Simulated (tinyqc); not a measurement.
Changing the temperature T: strain, valley repopulation and piezoresistance in a many-valley conduction band. Computed by tinyqc, a small Python program. Command: `OMP_NUM_THREADS=1 python tinyqc.py 3029906 3029907 out.jsonl valleys sweep`. One thread of a shared host (Intel(R) Xeon(R) Processor @ 2.30GHz), about 0.04 s of CPU time with the checks.

Valleys are ellipsoids with mass m_l along the axis a and m_t across it, parabolic, with one constant relaxation time; strain shifts the valleys and leaves the masses alone. Currents are taken along [100], in the plane, and along [001], across the plane.

Inputs (values chosen for the exercise, modelled on germanium):

| quantity | value | unit |
|---|---|---|
| longitudinal mass m_l | 1.61 | m_0 |
| transverse mass m_t | 0.0803 | m_0 |
| shear deformation potential Xi_u | 15.9 | eV |
| dilation deformation potential Xi_d | -4.4 | eV |
| C11 | 128 | GPa |
| C12 | 47.8 | GPa |
| C44 | 66.6 | GPa |
| stress X (tension positive) | 250 | MPa |
| electron density n | 6.8e+15 | 1/cm^3 |
| relaxation time tau | 380 | fs |

Valley axes: <111> (4 valleys). Load: biaxial in the (001) plane.

Constants: k_B = 8.617333262e-05 eV/K; m_0 = 9.1093837015e-31 kg; k_B = 1.380649e-23 J/K; hbar = 1.054571817e-34 J s; e = 1.602176634e-19 C.

Method:
- Compliances S11 = (C11 + C12)/((C11 - C12)(C11 + 2 C12)), S12 = -C12/((C11 - C12)(C11 + 2 C12)), S44 = 1/C44; stress sigma_xx = sigma_yy = X, all else 0; e_xx = S11 sigma_xx + S12 (sigma_yy + sigma_zz), e_xy = S44 sigma_xy/2 (tensor strain).
- Herring-Vogt shift of a valley with unit axis a: dE = Xi_d tr(e) + Xi_u a.e.a.
- Each of the 4 valleys holds n_v = N_v (2/sqrt(pi)) F_1/2((E_F - dE_v)/(k_B T)), N_v = 2 (m_d k_B T/(2 pi hbar^2))^(3/2), m_d = (m_l m_t^2)^(1/3); E_F solves sum n_v = n and is counted from the unstrained edge.
- F_j(eta) = int_0^infinity x^j/(1 + exp(x - eta)) dx, without a gamma-function factor. It is evaluated after integrating by parts.
- Integrals over x = E/(k_B T) use 160 Gauss-Legendre points in u = sqrt(x) from 0 to sqrt(max(eta, 0) + 32).
- Mobility tensor mu = e tau sum_v (n_v/n) [1/m_t + (1/m_l - 1/m_t) a a^T]; unstrained mu_0 = e tau (1/m_l + 2/m_t)/3; resistivity along d from the inverse tensor, rho_d = d.mu^-1.d/(n e), mobility along d = 1/(d.mu^-1.d); gauge pi_d = (rho_d/rho_0 - 1)/X.
- With eta_0 the reduced Fermi level without strain, r = F_-1/2(eta_0)/(2 F_1/2(eta_0)) (1 for a classical gas) and c = r (Xi_u/k_B T) (m_l - m_t)/(2 m_l + m_t): pi44 = -c S44/3, pi11 = pi12 = 0.

One run for each value:

| temperature T (K) | pi44 (1e-11/Pa) | degeneracy factor r | resistance change along the first direction (%) | resistance change along the second direction (%) |
|---|---|---|---|---|
| 50 | -853.1 | 0.9966 | 0 | 0 |
| 71 | -601.6 | 0.9980 | 0 | 0 |
| 100 | -427.5 | 0.9988 | 0 | 0 |
| 150 | -285.2 | 0.9993 | 0 | 0 |
| 210 | -203.7 | 0.9996 | 0 | 0 |
| 290 | -147.6 | 0.9998 | 0 | 0 |
| 420 | -101.9 | 0.9999 | 0 | 0 |
| 600 | -71.3 | 0.9999 | 0 | 0 |

What does the table show, and why?

Over the rows, pi44 (1e-11/Pa) rises from -853 to -71.3 (exponent d ln y / d ln x about -1.00 throughout); degeneracy factor r rises from 0.9966 to 0.9999; resistance change along the first direction (%) does not change. The exponent of pi44 stays at -1: the 1/T law of a classical gas. Repopulation depends on the splitting over k_B T (over E_F when r is small). This load shifts all valleys alike, so the resistance does not change.
